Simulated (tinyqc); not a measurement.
Contact resistivity and sheet resistance from two contact lengths.

Problem. Rc = [sqrt(rc Rsh)/Wc] coth(Lc/(2 LT)), LT = sqrt(rc/Rsh), Wc = 90 nm; the second contact is twice as long as the first. Find LT, rc and Rsh.

Rc for Lc = 24 and 48 nm (ohm): 55.7914670  33.4720542

Solution. With t = tanh(Lc/(2 LT)) for the shorter contact, the resistance of the longer over that of the shorter is (1 + t^2)/2. Then sqrt(rc Rsh) = Rc t Wc, and rc and Rsh follow by multiplying and dividing by LT.

LT = 24.9 nm
rc = 5.60e-10 ohm cm^2
Rsh = 90.0 ohm

Numbers from tinyqc (`OMP_NUM_THREADS=1 python tinyqc.py 2170068 2170069 out.jsonl`; about 0.03 s on one thread of a shared Intel Xeon 2.30GHz).
